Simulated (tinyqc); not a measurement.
What each parameter does: WKB tunnelling through a gate dielectric with a two-band (Franz) dispersion.

At depth x the conduction edge lies u(x) = phi - V x/t above the electron. Parabolic: kappa = sqrt(m u/c). Franz: kappa = sqrt(m u (1 - u/Eg)/c), which vanishes at both band edges. c = hbar^2/2m0. T = exp(-2 integral of kappa dx) over the region u > 0; no image force, no prefactor, zero transverse momentum. The region ends at x_e = min(t, phi t/V); x_e < t is the Fowler-Nordheim regime.

Constants: hbar^2/2m0 = 3.80998211 eV angstrom^2.

Inputs chosen for the exercise (of the size used for SiO2 on silicon; shifted at random, so the results belong to these values and not to a real crystal):
- Eg = 9.33 eV (gap of the dielectric)
- phi = 3.09 eV (barrier above the electron energy at the emitter)
- m = 0.48 m0 (mass at the conduction edge)
- t = 11 angstrom (thickness)
- V = 0.4 V (voltage across the layer)

Exponents 2 I in closed form.

One parameter was then changed.

Results before and after:

| case | 2 I parabolic | 2 I Franz | log10 T Franz |
|---|---|---|---|
| base | 13.272 | 11.024 | -4.788 |
| changed | 13.272 | 11.247 | -4.885 |

Which of these changes was made? (a) Eg = 10.263 eV; (b) m = 0.432 m0; (c) phi = 2.781 eV; (d) V = 0.44 V; (e) t = 9.9 angstrom.

Answer: (a) Eg = 10.263 eV. Of the candidates, run in turn, only this one gives the changed row.

All candidates:

| case | 2 I parabolic | 2 I Franz | log10 T Franz |
|---|---|---|---|
| base | 13.272 | 11.024 | -4.788 |
| Eg = 10.263 eV | 13.272 | 11.247 | -4.885 |
| phi = 2.781 eV | 12.542 | 10.665 | -4.632 |
| m = 0.432 m0 | 12.591 | 10.459 | -4.542 |
| t = 9.9 angstrom | 11.945 | 9.922 | -4.309 |
| V = 0.44 V | 13.226 | 11.002 | -4.778 |

The exponent is linear in t and goes as sqrt(m); Eg enters the two-band form alone.

tinyqc: `OMP_NUM_THREADS=1 python tinyqc.py 1452720 1452721 out.jsonl`; about 0.01 s, one thread, shared Intel(R) Xeon(R) Processor @ 2.30GHz.
